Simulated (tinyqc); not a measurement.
## Joule-heated wire on a substrate, fin equation: effect of the conductance per length to the substrate

A wire of length L loses heat along itself to two contacts and sideways to the substrate: kap A theta'' - g theta + p = 0 with theta = T - T0 and p(x) = p0 exp(-((x/L - x0)/sg)^2/2). Each end passes the heat flow theta/Rc to its contact. Constant conductivity, diffusive heat flow.

The equation is solved on 800 equal steps and the peak is the largest node value. LH = sqrt(kap A/g); the share is the integral of g theta over that of p.

Values chosen for this exercise:
```
symbol,value,unit,meaning
kap,23,W/(m K),conductivity along the wire
A,90,nm^2,cross-section
L,200,nm,length between the contacts
Rc,12,K/uW,thermal resistance of each contact
p0,0.076,uW/nm,peak heating per length
x0,0.76,,place of the hot spot as a share of L
sg,0.15,,width of the hot spot as a share of L
```

Effect of the conductance per length to the substrate:
```
g (W/(m K))  LH (nm)   L/LH  peak theta (K)  peak/(p0/g)  share to the substrate (%)
0.13           126.2  1.585           85.40       0.1461                       26.91
0.28           85.98  2.326           67.91       0.2502                       43.86
0.6            58.74  3.405           48.60       0.3837                       62.00
1.3            39.90  5.012           31.19       0.5335                       77.31
2.8            27.19  7.356           18.32       0.6751                       87.62
6              18.57  10.77           10.02       0.7910                       93.74
13             12.62  15.85           5.126       0.8769                       97.07
```

As g goes from 0.13 to 13 W/(m K), the peak theta falls from 85.4 to 5.13 K and the share of heat to the substrate rises from 26.9 to 97.1 %; L/LH goes from 1.6 to 16. Where L/LH is smallest the peak reaches 0.15 of p0/g, where it is largest 0.88. For g = 2.8 to 13 W/(m K) LH or L is under 30 nm, where Fourier conduction is a rough picture.

Program tinyqc, `OMP_NUM_THREADS=1 python tinyqc.py 2520106 2520107 out.jsonl`; Intel Xeon 2.30GHz, shared host, one thread, about 0.01 s.
